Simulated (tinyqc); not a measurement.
# Inputs raised by 2 %, one at a time

Model: Hall factor, magnetoresistance and optical conductivity for a power-law relaxation time. Computed by tinyqc, a small Python program. Command: `OMP_NUM_THREADS=1 python tinyqc.py 3014417 3014418 out.jsonl magneto sens`. One thread of a shared host (Intel(R) Xeon(R) Processor @ 2.30GHz), about 0.02 s of CPU time with the checks.

One spherical parabolic band, tau(E) = tau_0 x^s with x = E/(k_B T). Landau quantisation is left out.

Inputs (values chosen for the exercise, with a mass close to that of electrons in GaAs):

| quantity | value | unit |
|---|---|---|
| effective mass m | 0.065 | m_0 |
| exponent s | 1.5 | - |
| tau_0 | 690 | fs |
| reduced Fermi level eta | 2.9 | - |
| temperature T | 300 | K |
| magnetic field B | 1.4 | T |
| frequency f | 0.11 | THz |
| background permittivity eps_inf | 12.8 | - |

Constants: m_0 = 9.1093837015e-31 kg; k_B = 1.380649e-23 J/K; hbar = 1.054571817e-34 J s; e = 1.602176634e-19 C; eps_0 = 8.8541878128e-12 F/m; c = 299792458 m/s.

Method:
- <y> = int y x^(3/2) f (1 - f) dx / int x^(3/2) f (1 - f) dx, f = 1/(1 + exp(x - eta)).
- Integrals over x = E/(k_B T) use 160 Gauss-Legendre points in u = sqrt(x) from 0 to sqrt(max(eta, 0) + 45).
- n = (2 m k_B T)^(3/2)/(3 pi^2 hbar^3) int x^(3/2) f (1 - f) dx; moments in units of tau_0.
- mu = e <tau>/m; weak field r_H = <tau^2>/<tau>^2 and MR = c (mu B)^2, c = <tau^3>/<tau>^3 - r_H^2; strong field r_H = 1 and MR = <tau> <1/tau> - 1.
- With w_c = e B/m: sigma_xx = (n e^2/m) <tau/(1 + w_c^2 tau^2)>, sigma_xy = (n e^2/m) <w_c tau^2/(1 + w_c^2 tau^2)>; r_H = (n e/B) sigma_xy/(sigma_xx^2 + sigma_xy^2); MR = sigma_0 sigma_xx/(sigma_xx^2 + sigma_xy^2) - 1, sigma_0 = n e^2 <tau>/m.
- sigma(w) = (n e^2/m) <tau/(1 - i w tau)>, w = 2 pi f; eps = eps_inf + i sigma/(eps_0 w); N = sqrt(eps); absorption coefficient 2 w Im N/c; reflectivity |(N - 1)/(N + 1)|^2; plasma frequency sqrt(n e^2/(eps_inf eps_0 m))/(2 pi).

Runs:

| input moved | from | to | Hall factor r_H | sigma_xx (S/cm) | absorption coefficient (1/cm) | reflectivity |
|---|---|---|---|---|---|---|
| base run | - | - | 1.003 | 123.1 | 18818 | 0.9986 |
| effective mass m (m_0) | 0.065 | 0.0663 | 1.004 | 129.2 | 18911 | 0.9986 |
| tau_0 (fs) | 690 | 703.8 | 1.003 | 120.8 | 18844 | 0.9987 |
| temperature T (K) | 300 | 306 | 1.003 | 126.8 | 19099 | 0.9987 |
| magnetic field B (T) | 1.4 | 1.428 | 1.003 | 118.4 | 18818 | 0.9986 |
| frequency f (THz) | 0.11 | 0.1122 | 1.003 | 123.1 | 18844 | 0.9986 |
| background permittivity eps_inf | 12.8 | 13.056 | 1.003 | 123.1 | 18818 | 0.9986 |

Exponents ln(y'/y) / ln(x'/x):

| input | Hall factor r_H | sigma_xx | absorption coefficient | reflectivity |
|---|---|---|---|---|
| effective mass m | 0.005 | 2.449 | 0.25 | 0.000 |
| tau_0 | -0.005 | -0.950 | 0.07 | 0.001 |
| temperature T | 0.000 | 1.500 | 0.75 | 0.001 |
| magnetic field B | -0.005 | -1.950 | 0.00 | 0.000 |
| frequency f | 0.000 | 0.000 | 0.07 | 0.000 |
| background permittivity eps_inf | 0.000 | 0.000 | 0.00 | 0.000 |

To which inputs is each result most sensitive?

Among the inputs moved here: Hall factor r_H answers most in size to effective mass m (exponent +0.005), and about equally to tau_0 (-0.005), magnetic field B (-0.005); its exponent is below 0.0005 for temperature T, frequency f, background permittivity eps_inf. sigma_xx answers most in size to effective mass m (exponent +2.449), next to magnetic field B (-1.950); its exponent is below 0.0005 for frequency f, background permittivity eps_inf. Its exponent -1.950 in magnetic field B: strong field. Absorption coefficient answers most in size to temperature T (exponent +0.750), next to effective mass m (+0.250); its exponent is below 0.0005 for magnetic field B, background permittivity eps_inf. Reflectivity hardly depends on these (all exponents below 0.005).

Caution (all rows): the mobility is above what bulk semiconductors reach at this temperature; tau_0 is a model value.
